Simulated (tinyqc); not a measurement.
Inside a calculation. Method: plane-wave Kohn-Sham cycle with exchange-only LDA in a layered model solid. Computed by tinyqc, a small Python program that keeps every step. Settings: points = 16, plane-wave index or count = 3, electrons = 2, k points = 1, area = 26.0, mixing = 0.5, iteration cap = 79, Pulay depth = 3. Command: `OMP_NUM_THREADS=1 python tinyqc.py 21078 21079 out.jsonl` (the two numbers bound the seeds that draw the settings). One thread of a shared host (Intel(R) Xeon(R) Processor @ 2.60GHz), about 0.01 s of CPU time with the checks.

A solid whose potential varies along x alone (atomic units):
```
parameter                      value
period a                   16.100000
cross-section of the cell  26.000000
electrons per cell                 2
grid points                       16
plane waves -n..n, n               3
k points                           1
V1 in V1 cos(2 pi x/a)     -0.670000
V2 in V2 cos(4 pi x/a)      0.160000
```

Stop when sqrt(dV sum R^2) is below 1e-8, dV = a A/N.

Course of the cycle:
```
iteration  E (hartree)  norm of the residual
1          -1.10786741              1.32e-01
2          -0.78437894              4.46e-02
3          -0.75740908              3.27e-02
4          -0.75751946              1.65e-02
5          -0.75491062              7.30e-04
6          -0.75490900              2.84e-04
7          -0.75491130              1.38e-04
8          -0.75491190              6.72e-05
9          -0.75491203              3.51e-06
10         -0.75491203              3.01e-07
11         -0.75491203              1.20e-07
12         -0.75491203              2.40e-08
13         -0.75491203              2.31e-08
14         -0.75491203              3.95e-08
15         -0.75491203              1.53e-09
```

Can the last value be used, and what does the course show?

Yes. Converged in 15 iterations. Before convergence this energy mixes input and output and is not variational, so it may rise towards its limit.
